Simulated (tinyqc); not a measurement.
## Long-channel MOSFET, surface-potential model: effect of the source-body reverse bias

n-channel transistor on a uniformly doped p-type body, gradual-channel approximation, constant mobility, Boltzmann statistics, full ionisation. Potentials are counted from the neutral body; V is the electron quasi-Fermi potential, Vsb at the source and Vsb + Vds at the drain. Charges are magnitudes per area.

ni = sqrt(Nc Nv) exp(-Eg/(2 Vt)), Eg in volts; phiF = Vt ln(Na/ni); Cox = eps0 eox/tox; gamma = sqrt(2 q eps0 eps_r Na)/Cox. The surface potential psi at channel potential V solves Vgs + Vsb - Vfb - psi = gamma sqrt(G), G = psi - Vt + Vt exp((psi - 2 phiF - V)/Vt). Charge sheet: Qi = Cox gamma [sqrt(G) - sqrt(psi - Vt)]; I = mu (W/L) [integral of Qi dpsi from psi_0 to psi_L (drift) + Vt (Qi0 - QiL) (diffusion)], with psi_0 at V = Vsb and psi_L at V = Vsb + Vds. VT = Vfb + 2 phiF + gamma sqrt(2 phiF + Vsb), m = 1 + gamma/(2 sqrt(2 phiF + Vsb)). The swing is 20 mV/log10[I(VT - 0.14 V)/I(VT - 0.16 V)] of the charge-sheet current at the given Vds.

Parameters, values chosen for the exercise; material values close to those of silicon:
```
symbol    value        unit                                      meaning
T           293           K                                  temperature
Eg         1.14          eV                                     band gap
eps_r      11.8               relative permittivity of the semiconductor
Nc      2.67e19       cm^-3       conduction-band density of states at T
Nv      2.57e19       cm^-3          valence-band density of states at T
Na       4.2e16       cm^-3                 acceptor density of the body
eox        7.59              relative permittivity of the gate insulator
tox           7          nm                          insulator thickness
Vfb       -0.97           V                            flat-band voltage
mu          190  cm^2/(V s)                             channel mobility
W             2          um                                   gate width
L            10          um                                  gate length
Vgs         0.4           V                          gate-source voltage
Vds         0.1           V                         drain-source voltage
```

Constants: q = 1.602176634e-19 C, kB = 1.380649e-23 J/K, Vt = kB T/q, eps0 = 8.8541878128e-14 F/cm where lengths are in cm. Results are converted to the units shown.

The same in every row: gamma (V^0.5) = 0.1235.

Effect of the source-body reverse bias:
```
Vsb (V),VT (V),m,swing (mV/decade),"I at Vgs, Vds (uA)"
0,-0.04348,1.068,63.83,0.8342
0.5,-0.01335,1.054,62.18,0.7438
1,0.01142,1.046,61.41,0.6685
1.5,0.03294,1.041,60.95,0.6030
2,0.05225,1.037,60.64,0.5445
2.5,0.06990,1.034,60.41,0.4915
3,0.08626,1.032,60.23,0.4429
```

As Vsb goes from 0 to 3 V, VT rises from -0.0435 to 0.0863 V, the swing falls from 63.8 to 60.2 mV a decade and the current falls from 0.834 to 0.443 uA. The swing is 2.8 % above m Vt ln 10 in the first row and 0.42 % above it in the last. In every row the surface electron density at the source passes 0.3 Nc, where degeneracy and quantisation, left out here, matter.

tinyqc, about 0.03 s, one thread, Intel Xeon 2.30GHz (shared host): `OMP_NUM_THREADS=1 python tinyqc.py 2360068 2360069 out.jsonl`
